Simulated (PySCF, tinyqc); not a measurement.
Inside a calculation. Method: CID on RHF in the sto-6g basis, frozen core, for BeH+, spin multiplicity 1. The lowest restricted solution is unstable here: a spin-polarised one lies 0.0788 hartree lower (PySCF). One step of it, computed by the program tinyqc.

Task: CID: determinants and Hamiltonian. Slater-Condon rules over spin orbitals, with the nuclear repulsion and the energy of the frozen orbital added and E(HF) subtracted on the diagonal. Only determinants linked to the reference directly or through others are kept (one block of an abelian symmetry group), so some states are absent.

one-electron integrals dressed by the frozen orbital, h + 2 (pq|11) - (p1|1q) (hartree), lower triangle:
```
           2          3          4          5          6
2  -0.923414
3  -0.033454  -0.824377
4   0.000000   0.000000  -0.710933
5   0.000000   0.000000   0.000000  -0.710933
6  -0.020422   0.031109   0.000000   0.000000  -0.709854
```

energy of the frozen orbital, 2 h_11 + (11|11) = -14.00663606 hartree

Two-electron integrals over orbitals (pq|rs), unique and non-zero (hartree); the lowest 1 orbital is frozen and left out:
```
(22|22) 0.372573    (32|22) 0.033454    (32|32) 0.135509    (33|22) 0.352099
(33|32) 0.061032    (33|33) 0.395721    (42|42) 0.054410    (43|42) -0.040467
(43|43) 0.036773    (44|22) 0.337497    (44|32) -0.088914   (44|33) 0.304417
(44|44) 0.450117    (52|52) 0.054410    (53|52) -0.040467   (53|53) 0.036773
(54|54) 0.024258    (55|22) 0.337497    (55|32) -0.088914   (55|33) 0.304417
(55|44) 0.401601    (55|55) 0.450117    (62|22) 0.020422    (62|32) -0.051146
(62|33) -0.047949   (62|44) 0.051955    (62|55) 0.051955    (62|62) 0.078985
(63|22) -0.041128   (63|32) -0.112887   (63|33) -0.041780   (63|44) 0.058286
(63|55) 0.058286    (63|62) 0.022456    (63|63) 0.112881    (64|42) 0.010411
(64|43) 0.003290    (64|64) 0.021138    (65|52) 0.010411    (65|53) 0.003290
(65|65) 0.021138    (66|22) 0.368351    (66|32) -0.013461   (66|33) 0.353929
(66|44) 0.369774    (66|55) 0.369774    (66|62) 0.029668    (66|63) 0.012231
(66|66) 0.407124
```

nuclear repulsion = 0.82619393 hartree

Hartree-Fock energy = -14.65469698 hartree

Give: determinants; H - E(HF) between determinants.

Result:

Occupation strings over the orbitals (2 doubly, a alpha, b beta, 0 empty; spin orbitals ordered 1a 1b 2a 2b ...): 220000 202000 20a00b 200200 200020 20b00a 200002

H - E(HF) between determinants (hartree), lower triangle:
```
         220000   202000   20a00b   200200   200020   20b00a  200002
220000   0.0000
202000   0.1355   0.2212
20a00b  -0.0511  -0.0107   0.2940
200200   0.0544   0.0368   0.0033   0.5025
200020   0.0544   0.0368   0.0033   0.0243   0.5025
20b00a   0.0511   0.0107  -0.1129  -0.0033  -0.0033   0.2940
200002   0.0790   0.1129   0.0433   0.0211   0.0211  -0.0433  0.4617
```
